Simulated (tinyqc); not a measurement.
What each parameter does: six-band Luttinger-Kohn model with strain.

Six-band Luttinger-Kohn model in the basis |3/2,3/2>, |3/2,1/2>, |3/2,-1/2>, |3/2,-3/2>, |1/2,1/2>, |1/2,-1/2>, electron energies, zero at the top of the unstrained valence band. H = -[rows: (P+Q, -S, R, 0, -S/r2, r2 R); (-S*, P-Q, 0, R, -r2 Q, r32 S); (R*, 0, P-Q, S, r32 S*, r2 Q); (0, R*, S*, P+Q, -r2 R*, -S*/r2); (-S*/r2, -r2 Q, r32 S, -r2 R, P+Dso, 0); (r2 R*, r32 S*, r2 Q, -S/r2, 0, P+Dso)], r2 = sqrt(2), r32 = sqrt(3/2). Levels are twofold.

P = c g1 k^2 - av tr(e); Q = c g2 (kx^2 + ky^2 - 2 kz^2) - (b/2)(exx + eyy - 2 ezz); R = c sqrt3 [-g2 (kx^2 - ky^2) + 2i g3 kx ky] + (sqrt3/2) b (exx - eyy) - i d exy; S = 2 c sqrt3 g3 (kx - i ky) kz - d (exz - i eyz); c = hbar^2/2m0, e the strain tensor (not engineering shear).

s11 = (C11 + C12)/((C11 - C12)(C11 + 2 C12)), s12 = -C12/((C11 - C12)(C11 + 2 C12)), s44 = 1/C44; exx = s11 sxx + s12 (syy + szz) and cyclic, exy = s44 sxy/2; tension is positive. A uniaxial stress X along the unit vector n is s_ij = X n_i n_j.

Constants: hbar^2/2m0 = 3.80998211 eV angstrom^2.

Values chosen for the exercise (near those of InSb; shifted at random, so the results belong to these values and not to a real crystal): Dso = 0.812 eV (spin-orbit splitting); g1 = 34.81 (Luttinger gamma1); g2 = 15.47 (gamma2); g3 = 16.49 (gamma3); av = 0.36 eV (valence hydrostatic potential); b = -1.99 eV (tetragonal shear potential); d = -4.65 eV (trigonal shear potential); C11 = 68.9 GPa; C12 = 37.8 GPa; C44 = 31.1 GPa; load = uniaxial [100] (kind of stress); X = -2.48 GPa (stress).

Edges at k = 0 under a uniaxial [100] stress X and the curvature mass of the top pair along [100] (step 0.0002 1/angstrom).

One parameter was then changed.

Results before and after:

| case | top (eV) | second (eV) | third (eV) | mass (m0) |
|---|---|---|---|---|
| base | 0.2019 | -0.1649 | -0.8676 | 0.012 |
| changed | 0.1298 | -0.1156 | -0.8432 | 0.013 |

Which of these changes was made? (a) C12 = 30.24 GPa; (b) C11 = 82.68 GPa; (c) g3 = 19.788; (d) X = -2.976 GPa; (e) g2 = 12.376; (f) b = -1.592 eV; (g) C44 = 37.32 GPa.

Answer: (b) C11 = 82.68 GPa. Of the candidates, run in turn, only this one gives the changed row.

All candidates:

| case | top (eV) | second (eV) | third (eV) | mass (m0) |
|---|---|---|---|---|
| base | 0.2019 | -0.1649 | -0.8676 | 0.012 |
| X = -2.976 GPa | 0.2508 | -0.1978 | -0.8872 | 0.012 |
| b = -1.592 eV | 0.1539 | -0.1331 | -0.8513 | 0.012 |
| C12 = 30.24 GPa | 0.1542 | -0.1346 | -0.8524 | 0.012 |
| g2 = 12.376 | 0.2019 | -0.1649 | -0.8676 | 0.014 |
| C44 = 37.32 GPa | 0.2019 | -0.1649 | -0.8676 | 0.012 |
| C11 = 82.68 GPa | 0.1298 | -0.1156 | -0.8432 | 0.013 |
| g3 = 19.788 | 0.2019 | -0.1649 | -0.8676 | 0.012 |

The Luttinger parameters multiply k^2 and cannot move the edges; av shifts all edges alike and leaves the mass.

Computed by tinyqc, a small Python program: `OMP_NUM_THREADS=1 python tinyqc.py 1050688 1050689 out.jsonl` (the numbers bound the seed that draws the inputs); one thread of a shared host (Intel(R) Xeon(R) Processor @ 2.30GHz), about 0.06 s for the whole set of steps.
